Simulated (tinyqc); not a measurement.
Nucleation and growth against temperature: classical nucleation, growth and JMAK kinetics of crystallisation from a melt or glass. Computed by tinyqc, a small Python program. Command: `OMP_NUM_THREADS=1 python tinyqc.py 3016001 3016002 out.jsonl nucl walk`. One thread of a shared host (Intel(R) Xeon(R) Processor @ 2.30GHz), about 0.01 s of CPU time with the checks.

A spherical nucleus cap on a flat wall with a sharp interface of isotropic energy gamma; lambda = Omega^(1/3) is the jump distance.

Inputs (values chosen for the exercise, for a model substance):
```
quantity                        value        unit
melting point T_m                1340           K
heat of melting per volume H     1370      J/cm^3
interface energy gamma          0.196       J/m^2
atomic volume Omega              31.1  angstrom^3
diffusion prefactor D0        2.6e-06       m^2/s
activation energy Q              2.37          eV
contact angle theta               135     degrees
wall area per volume S_v        35000         1/m
```

Nucleation: on a flat wall. Driving force: Turnbull (linear).

Constants: k_B = 1.380649e-23 J/K; k_B = 8.617333262e-05 eV/K.

Method:
- Driving force per volume: dG = H (T_m - T)/T_m.
- Shape factor f = (2 + cos theta)(1 - cos theta)^2/4.
- W(r) = f [4 pi r^2 gamma - (4/3) pi r^3 dG]; r* = 2 gamma/dG; W* = f 16 pi gamma^3/(3 dG^2); n* = f (4/3) pi r*^3/Omega.
- D = D0 exp(-Q/(k_B T)); attachment rate k+ = (A*/lambda^2) D/lambda^2 with A* = 2 pi r*^2 (1 - cos theta); Zeldovich factor Z = sqrt(W*/(3 pi k_B T))/n*; sites per volume N = S_v/lambda^2; I = N Z k+ exp(-W*/(k_B T)); lag time = 1/(4 pi Z^2 k+).
- Growth (Wilson-Frenkel): u = (D/lambda) [1 - exp(-dG Omega/(k_B T))].
- JMAK with steady nucleation and growth, nuclei spread at random: extended fraction X_e = (pi/3) I u^3 t^4, X = 1 - exp(-X_e); t_X = [-3 ln(1 - X)/(pi I u^3)]^(1/4); final grains per volume = Gamma(5/4) (3/pi)^(1/4) (I/u)^(3/4), Gamma(5/4) = 0.9064024771.
- Grain size = (grains per volume)^(-1/3). Rows are kept where W*/(k_B T) < 70.

Rates:
```
T (K)  W*/(k_B T)  I (1/(m^3 s))     u (m/s)   t_0.5 (s)  grain size (micrometre)
670        27.378     4.5414e+07  1.1076e-14  3.2183e+08               4.0991e+00
737        30.727     6.3473e+07  4.3571e-13  1.8843e+07               9.4417e+00
804        35.648     9.9314e+06  9.0361e-12  3.0829e+06               3.2036e+01
871        42.980     8.6801e+04  1.1370e-10  1.5092e+06               1.9733e+02
938        54.321     9.4679e+00  9.5741e-10  2.9875e+06               3.2893e+03
```

What does the comparison show, and why?

Among these rows I peaks at 737 K, u at 938 K and the change is fastest at 871 K, between the two. Growth has no barrier W*, so it peaks nearer T_m than nucleation. The grain size goes as (u/I)^(1/4), from 4.1 micrometre at the lowest T to 3300 at the highest.

Extremes, crossings and ranges named in words are read from the listed rows.
